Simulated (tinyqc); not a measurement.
## Access strength from the read disturbance

Problem. Transistor (EKV form, voltages against the body): I = 2 n b Vt^2 [F(vp - Vs) - F(vp - Vd)] from drain to source, F(v) = ln^2(1 + exp(v/(2 Vt))), vp = (Vg - VT + sg |Vd - Vs|)/n. n-channel bodies are at 0; for the p-channel device all voltages are counted down from Vdd. b in uA/V^2 gives I in uA. In an SRAM read the low node Q obeys In(gate QB, drain Q) = Ip(gate QB, drain Q) + Ia, where the access transistor (threshold VTn) has its gate and drain at Vdd and its source at Q. Find Ia, ba and the cell ratio bn/ba.

Values chosen for this exercise:
```
symbol  value    unit                                  meaning
T         300       K                              temperature
Vdd       0.9       V                           supply voltage
n        1.32                                     slope factor
sg      0.056                   drain-induced barrier lowering
VTn      0.27       V                      n-channel threshold
VTp      0.42       V          p-channel threshold (magnitude)
bn        560  uA/V^2  gain factor of the pull-down transistor
bp        260  uA/V^2    gain factor of the pull-up transistor
```

Constants: q = 1.602176634e-19 C, kB = 1.380649e-23 J/K, Vt = kB T/q. Results are converted to the units shown.

Q and QB in the read (V): [0.13935834, 0.89918836]

Solution. The node equation gives Ia, which is proportional to ba.

Ia = 42.52 uA
ba = 470.0 uA/V^2
cell ratio = 1.191

Program tinyqc, `OMP_NUM_THREADS=1 python tinyqc.py 2340021 2340022 out.jsonl`; Intel Xeon 2.30GHz, shared host, one thread, about 0.1 s.
